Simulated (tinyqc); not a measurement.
## Gate voltage for a given inversion charge

Inverse problem. p-type body, charge-sheet picture, depletion and inversion only, full ionisation (an idealisation for deep acceptors), Boltzmann statistics (rough once Na exp(x - xn) passes about Nc/7). In units of Vt: xg = (Vg - Vfb)/Vt, x = psi/Vt, G = gamma/sqrt(Vt), xn = (2 phiF + Vc)/Vt. The implicit equation is (xg - x)^2 = G^2 [x - 1 + exp(x - xn)] for x above about 3. Cox = eps0 eox/tox. ni = sqrt(Nc Nv) exp(-Eg/(2 Vt)), Eg in volts; phiF = Vt ln(Na/ni); gamma = sqrt(2 q eps0 eps_r Na)/Cox. N_inv = (Cox Vt G/q) [sqrt(x - 1 + exp(x - xn)) - sqrt(x - 1)]. Find x - xn, psi and Vg.

Inputs (values chosen for the exercise); band and dielectric values close to those of silicon:
- T = 300 K (temperature)
- Eg = 1.13 eV (band gap)
- eps_r = 11.6 (relative permittivity)
- Nc = 2.85e19 cm^-3 (conduction-band density of states at T)
- Nv = 2.67e19 cm^-3 (valence-band density of states at T)
- eox = 21.5 (relative permittivity of the gate insulator (close to hafnium oxide))
- tox = 5.4 nm (insulator thickness)
- Na = 6.8e16 cm^-3 (acceptor density)
- Vfb = -0.52 V (flat-band voltage)
- Vc = 0.2 V (channel-body voltage)

Constants: q = 1.602176634e-19 C, kB = 1.380649e-23 J/K, Vt = kB T/q, eps0 = 8.8541878128e-14 F/cm where lengths are in cm. Results are converted to the units shown.

N_inv = 3.9e10 cm^-2

Solution. N_inv rises steadily with x, so it fixes x; the implicit equation then gives xg directly.

x - xn = 1.21
psi = 1.05 V
Vg = 0.575 V

Numbers from tinyqc (`OMP_NUM_THREADS=1 python tinyqc.py 2122082 2122083 out.jsonl`; about 0.01 s on one thread of a shared Intel Xeon 2.30GHz).
